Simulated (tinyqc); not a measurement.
Charge neutrality of a doped semiconductor with incomplete ionisation: one step, computed by the program tinyqc. Command: `OMP_NUM_THREADS=1 python tinyqc.py 3014531 3014532 out.jsonl dopant walk`. One thread of a shared host (Intel(R) Xeon(R) Processor @ 2.30GHz), about 0.04 s of CPU time with the checks.

Energies are counted from the top of the valence band; E_D is measured down from the conduction band and E_A up from the valence band.

Question. Gap and effective densities of states. E_g = E_g0 - alpha T^2/(T + beta). N_c = 2 M_c (2 pi m_e k_B T/h^2)^(3/2) and N_v = 2 (2 pi m_h k_B T/h^2)^(3/2), masses in units of m_0. n_i = sqrt(N_c N_v) exp(-E_g/(2 k_B T)); E_i = E_g/2 + (k_B T/2) ln(N_v/N_c).

Inputs (values chosen for the exercise, modelled on GaAs):
```
quantity              value  unit
gap at 0 K E_g0        1.55    eV
Varshni alpha      0.000542  eV/K
Varshni beta            211     K
electron mass m_e     0.066   m_0
valleys M_c               1     -
hole mass m_h         0.515   m_0
temperature T           200     K
```

Doping: p-type. Statistics of the bands: Fermi-Dirac.

Constants: m_0 = 9.1093837015e-31 kg; k_B = 1.380649e-23 J/K; h = 6.62607015e-34 J s; k_B = 8.617333262e-05 eV/K.

Give: gap E_g; N_c; N_v; k_B T; intrinsic density n_i; intrinsic level E_i.

Answer.

gap E_g = 1.497 eV

N_c = 2.316e+17 cm^-3

N_v = 5.048e+18 cm^-3

k_B T = 0.01723 eV

intrinsic density n_i = 0.1477 cm^-3

intrinsic level E_i = 0.7752 eV
